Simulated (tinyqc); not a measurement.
Ion implantation: universal nuclear stopping, Lindhard-Scharff electronic stopping and a Gaussian range profile: one step, computed by the program tinyqc.

An ion slows by elastic collisions with screened nuclei and by friction with electrons; channelling is ignored and the target is uniform.

Task: Range and straggle. Reduced energy eps = 32.53 M2 E/(Z1 Z2 (M1 + M2)(Z1^0.23 + Z2^0.23)), E in keV; s_n = ln(1 + 1.1383 eps)/(2 (eps + 0.01321 eps^0.21226 + 0.19593 eps^0.5)) for eps up to 30 and ln(eps)/(2 eps) above; S_n = 8.462 Z1 Z2 M1 s_n/((M1 + M2)(Z1^0.23 + Z2^0.23)) in 1e-15 eV cm^2. S_e = k 3.83 Z1^(7/6) Z2/(Z1^(2/3) + Z2^(2/3))^(3/2) sqrt(E/M1) in 1e-15 eV cm^2, E in keV. Path length R = int_0^E dE'/(N (S_n + S_e)); energy lost to nuclei nu = int_0^E S_n/(S_n + S_e) dE' (both with E' = E y^3 and 64 Gauss-Legendre points in y). Estimates of Lindhard type: R_p = R/(1 + M2/(3 M1)), straggle dR_p = (2/3) R_p sqrt(M1 M2)/(M1 + M2).

Inputs (values chosen for the exercise, modelled on fluorine ions in germanium): ion atomic number Z1 = 9; ion mass M1 = 19 u; target atomic number Z2 = 32; target mass M2 = 72.63 u; target density N = 44.2 1/nm^3; ion energy E = 5.3 keV; scale factor of electronic stopping k = 1.1.

Give: path length R; projected range R_p; straggle dR_p; energy lost to nuclei nu.

Result:

path length R = 31.19 nm

projected range R_p = 13.72 nm

straggle dR_p = 3.707 nm

energy lost to nuclei nu = 4.044 keV

76 % of the energy goes to nuclei over the whole path. Caution: the estimates of R_p and dR_p assume mainly nuclear stopping and an ion not much lighter than the target; here they are rough, and for light ions in heavy targets the straggle can be low by a factor of two or more.
